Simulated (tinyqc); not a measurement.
Deep-level transient spectroscopy (DLTS) of one majority-carrier trap: one step, computed by the program tinyqc.

A filling pulse loads the traps in a one-sided junction; under reverse bias they empty at the rate e, and the capacitance relaxes as C(t) = C_0 - dC exp(-e t). The signal is S = [C(t_2) - C(t_1)]/dC.

Task: Signal size and trap density. W = sqrt(2 eps eps_0 (V_b + V_r)/(e N)), C_0 = eps eps_0 area/W. The pulse goes to zero bias, W_0 = W(V_r = 0). Traps within lambda = sqrt(2 eps eps_0 (E_t - E_F)/(e^2 N)) of the depletion edge stay filled, with E_F = k_B T_p ln(N_b/N) from the band, N_b = 2 M (2 pi m k_B T_p/h^2)^(3/2) (dopants taken as fully ionised). dC = C_0 (N_t/2N) f, f = [(W - lambda)^2 - max(W_0 - lambda, 0)^2]/W^2. The simple estimate is 2 N dC/C_0.

Inputs (values chosen for the exercise, with mass and screening modelled on GaSb):

| quantity | value | unit |
|---|---|---|
| density-of-states mass m | 0.0387 | m_0 |
| valleys M | 1 | - |
| trap depth E_t | 0.246 | eV |
| temperature T | 115 | K |
| doping N | 2.4e+16 | cm^-3 |
| trap density N_t | 1.9e+14 | cm^-3 |
| dielectric constant eps | 15.5 | - |
| built-in voltage V_b | 0.56 | V |
| reverse bias V_r | 1.5 | V |
| diode area | 0.0056 | cm^2 |

Carriers: electrons. Extra term: capture barrier.

peak temperature T_p = 228.5303 K

Constants: eps_0 = 8.8541878128e-12 F/m; e = 1.602176634e-19 C; k_B = 8.617333262e-05 eV/K; m_0 = 9.1093837015e-31 kg; k_B = 1.380649e-23 J/K; h = 6.62607015e-34 J s.

Give: depletion width W; C_0; lambda; f; transient amplitude dC; simple estimate of N_t.

Result:

depletion width W = 0.38347 micrometre

C_0 = 200.42 pF

lambda = 0.12336 micrometre

f = 0.42022

transient amplitude dC = 333.37 fF

simple estimate of N_t = 7.9842e+13 cm^-3

The simple estimate finds 42 % of the traps.
